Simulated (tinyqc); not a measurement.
Inside a calculation. Method: coupled-perturbed Hartree-Fock on RHF in the sto-3g basis, for BeH2, spin multiplicity 1. One step of it, computed by the program tinyqc.

Task: Iteration 1: diagonalisation and new density. Diagonalise F' = X^T F X, C = X C', fill 3 alpha and 3 beta electrons from the bottom; D = 2 C_occ C_occ^T. Each column has its largest component positive (the first on a tie).

Fock matrix F (hartree):
```
            1Be 1s     1Be 2s   1Be 2px    1Be 2py    1Be 2pz      2H 1s      3H 1s
1Be 1s   -4.470534  -1.276535  0.000000   0.000919  -0.001374  -0.202711  -0.226443
1Be 2s   -1.276535  -0.687729  0.000000   0.006730  -0.014758  -0.328437  -0.348446
1Be 2px   0.000000   0.000000  0.218219   0.000000   0.000000   0.000000   0.000000
1Be 2py   0.000919   0.006730  0.000000   0.044397   0.000850  -0.196262   0.203963
1Be 2pz  -0.001374  -0.014758  0.000000   0.000850   0.216114  -0.022072  -0.022834
2H 1s    -0.202711  -0.328437  0.000000  -0.196262  -0.022072  -0.193898  -0.056891
3H 1s    -0.226443  -0.348446  0.000000   0.203963  -0.022834  -0.056891  -0.208292
```

X:
```
                 1          2          3         4          5         6          7
1Be 1s    0.046037  -0.401128   0.820969  0.000000  -0.410452  0.237533   0.139722
1Be 2s   -0.161060   1.067585  -0.098638  0.000000  -0.070927  0.462284   0.277881
1Be 2px   0.000000   0.000000   0.000000  1.000000   0.000000  0.000000   0.000000
1Be 2py   1.164049   0.141278   0.003572  0.000000  -0.001688  0.291168  -0.475337
1Be 2pz  -0.018134   0.118382   0.468781  0.000000   0.877108  0.048700   0.029245
2H 1s    -0.728432  -0.768285  -0.288010  0.000000   0.146319  0.505409  -0.150867
3H 1s     0.935632  -0.568107  -0.276962  0.000000   0.141002  0.100067   0.515452
```

Give: F' = X^T F X; orbital energies; coefficients C; D after iteration 1.

Result:

F' = X^T F X (hartree):
```
         1        2        3       4        5        6        7
1   0.6410   0.0508  -0.0590  0.0000   0.0263   0.0485  -0.1176
2   0.0508   0.1113   0.6434  0.0000  -0.3046   0.2217   0.1113
3  -0.0590   0.6434  -2.6333  0.0000   1.5389  -1.2213  -0.7305
4   0.0000   0.0000   0.0000  0.2182   0.0000   0.0000   0.0000
5   0.0263  -0.3046   1.5389  0.0000  -0.6195   0.6970   0.4173
6   0.0485   0.2217  -1.2213  0.0000   0.6970  -1.0237  -0.4986
7  -0.1176   0.1113  -0.7305  0.0000   0.4173  -0.4986  -0.5073
```

orbital energies (hartree): MO1 -4.4741, MO2 -0.4634, MO3 -0.2224, MO4 0.1936, MO5 0.2182, MO6 0.2704, MO7 0.6644

coefficients C:
```
             MO1      MO2      MO3      MO4     MO5      MO6      MO7
1Be 1s    0.9915  -0.2315  -0.0038   0.1269  0.0000  -0.1692   0.0077
1Be 2s    0.0320   0.6888   0.0185  -0.5839  0.0000   0.8073  -0.0538
1Be 2px   0.0000   0.0000   0.0000   0.0000  1.0000   0.0000   0.0000
1Be 2py  -0.0002  -0.0083   0.3815  -0.0137  0.0000   0.0286   1.2406
1Be 2pz   0.0006   0.0141   0.0001   0.7879  0.0000   0.6210  -0.0087
2H 1s    -0.0027   0.3226   0.5200   0.4145  0.0000  -0.6470  -0.7339
3H 1s    -0.0025   0.3468  -0.4943   0.4028  0.0000  -0.6209   0.8113
```

D after iteration 1:
```
          1Be 1s   1Be 2s  1Be 2px  1Be 2py  1Be 2pz    2H 1s    3H 1s
1Be 1s    2.0733  -0.2556   0.0000   0.0005  -0.0053  -0.1586  -0.1619
1Be 2s   -0.2556   0.9517   0.0000   0.0026   0.0195   0.4635   0.4592
1Be 2px   0.0000   0.0000   0.0000   0.0000   0.0000   0.0000   0.0000
1Be 2py   0.0005   0.0026   0.0000   0.2912  -0.0002   0.3914  -0.3829
1Be 2pz  -0.0053   0.0195   0.0000  -0.0002   0.0004   0.0092   0.0097
2H 1s    -0.1586   0.4635   0.0000   0.3914   0.0092   0.7489  -0.2903
3H 1s    -0.1619   0.4592   0.0000  -0.3829   0.0097  -0.2903   0.7292
```
